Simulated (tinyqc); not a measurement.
The width of the window: equation-of-state fits to an energy-volume table made by a known binding curve. Computed by tinyqc, a small Python program. Command: `OMP_NUM_THREADS=1 python tinyqc.py 3009922 3009923 out.jsonl eosfit walk`. One thread of a shared host (Intel(R) Xeon(R) Processor @ 2.30GHz), about 0.02 s of CPU time with the checks.

With x = (V/V_0)^(1/3), the energy per atom is E = D [exp(-2 eta (x - 1)) - 2 exp(-eta (x - 1))], so that B0 = 2 D eta^2/(9 V_0) and B' = 1 + eta. B' = dB/dP at P = 0.

Inputs (values chosen for the exercise, for a model crystal):
```
quantity,value,unit
cohesive energy D,4.68,eV/atom
true volume V_0,24.7,angstrom^3/atom
stiffness eta,3.18,-
shift of the window centre s,0.011,-
points N,11,-
compression V/V_0 for the pressure test,0.75,-
noise amplitude,0.15,meV
```

Binding curve: Morse. Noise: added.

Constants: 1 eV/angstrom^3 = 160.2176634 GPa.

Method:
- B0 and B' from the formulas above; P = -dE/dV at V = c V_0 (c the compression chosen), from the curve itself.
- Table: V_j = V_0 [1 + s + w (2 j/(N - 1) - 1)], j = 0..N-1, rounded to 0.001; E_j from the curve plus the noise amplitude times the listed numbers xi_j (xi_0 first), rounded to 1e-7 eV.
- Murnaghan: E = E0 + (B0 V/B') [(V0/V)^B'/(B' - 1) + 1] - B0 V0/(B' - 1), P = (B0/B') [(V0/V)^B' - 1].
- Birch-Murnaghan: E = E0 + (9 V0 B0/16) [y^3 B' + y^2 (2 - 4 y)], y = (V0/V)^(2/3) - 1; P = (3 B0/2) (x^7 - x^5) [1 + (3/4)(B' - 4)(x^2 - 1)], x = (V0/V)^(1/3).
- Vinet: E = E0 + (9 B0 V0/h^2) {1 + [h (1 - x) - 1] exp(h (1 - x))}, P = 3 B0 (1 - x) x^-2 exp(h (1 - x)), x = (V/V0)^(1/3), h = (3/2)(B' - 1).
- All are least-squares fits to the energies; for polynomials in V, B0 = V E'' and B' = -1 - V E'''/E'' at the minimum.
- The table is made anew for each w.

numbers xi_j, drawn evenly from -1 to 1: [0.7950, -0.6158, 0.2614, 0.8297, -0.2128, -0.9585, 0.8067, -0.0700, 0.8667, -0.8559, 0.1679]

exact B0 = 68.2183 GPa

exact B' = 4.18

Errors (%):
```
w,"B0, parabola","B0, cubic","B0, Murnaghan","B0, Birch-Murnaghan","B0, Vinet","B', Birch-Murnaghan"
0.03,-4.940,2.451,2.436,2.433,2.443,46.529
0.05,-4.765,0.967,0.456,0.532,0.566,10.602
0.08,-3.800,1.366,-0.153,0.060,0.156,2.771
0.12,-1.645,2.977,-0.636,-0.146,0.074,0.816
0.16,1.475,5.440,-1.177,-0.317,0.075,0.121
0.22,8.102,10.823,-2.164,-0.615,0.117,-0.604
```

What does the comparison show, and why?

The Birch-Murnaghan error of B0 is smallest among these at w = 0.08 (0.060 % in size); it is 2.433 % at the narrowest and 0.615 % at the widest. A narrow window magnifies the noise, since the energy range shrinks as w^2, and a wide one exposes the form. At the widest window the errors of B0 are +8.1 % for the parabola and +10.8 % for the cubic in V.

Extremes, crossings and ranges named in words are read from the listed rows.
